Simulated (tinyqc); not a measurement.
Rapid thermal processing of a wafer: radiative balance, ramp and cooling, pattern effects, pyrometer error and spike budget: one step, computed by the program tinyqc.

The wafer is opaque and uniform through its thickness unless said otherwise; temperatures in formulas are in kelvin (C + 273.15). sigma = 5.670374419e-12 W/(cm^2 K^4).

Task: Pattern effect. At steady state a sinusoidal change of absorbed power of relative amplitude a and period p gives the temperature amplitude a q/(dq/dT + k d (2 pi/p)^2); healing length l = sqrt(k d/(dq/dT)); process change = E_a dT/(k_B T^2). Emissivity is taken as unchanged.

Inputs (values chosen for the exercise, modelled on a hot silicon wafer):
```
quantity                                        value        unit
wafer thickness d                                 525  micrometre
thermal conductivity k                           0.22    W/(cm K)
wall temperature T_w                              350           K
process temperature                              1030           C
relative change of absorptivity over a pattern     11           %
period of the pattern                             1.9          mm
activation energy of the process E_a             3.66          eV
```

dq/dT = 52.65946 mW/(cm^2 K)

holding power q = 19.33113 W/cm^2

Constants: k_B = 8.617333262e-05 eV/K.

Give: healing length l; amplitude without lateral conduction; amplitude; change of the process rate.

Result:

healing length l = 4.6833 mm

amplitude without lateral conduction = 40.381 K

amplitude = 0.16765 K

change of the process rate = 0.41930 %

Lateral conduction cuts the amplitude to 0.42 %, since p/(2 pi l) = 0.065.
